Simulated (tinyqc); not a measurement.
Trapped share and trap depth from dynamic on-resistance.

Inverse problem. Traps remove the share ft of the electrons in the drain access (length Ld, sheet resistance Rsh before stress), so Ron grows by Rsh Ld ft/(1 - ft). The recovery time goes as T^(-2) exp(q Ea/(kB T)). Find ft and Ea.

Parameters, values chosen for the exercise: drain access length Ld = 2 um.

Constants: q = 1.602176634e-19 C, kB = 1.380649e-23 J/K. Results are converted to the units shown.

Ron before and just after an off-state stress (ohm mm): 1.7933071  2.0136402
Rsh = 330.49965 ohm
recovery times at 300 and 390 K (s): 22  0.57236441

Answer. The rise of Ron over Rsh Ld is ft/(1 - ft); ln(t T^2) is linear in 1/T.

ft = 0.2500
Ea = 0.3500 eV

Numbers from tinyqc (`OMP_NUM_THREADS=1 python tinyqc.py 2570164 2570165 out.jsonl`; about 0.03 s on one thread of a shared Intel Xeon 2.30GHz).
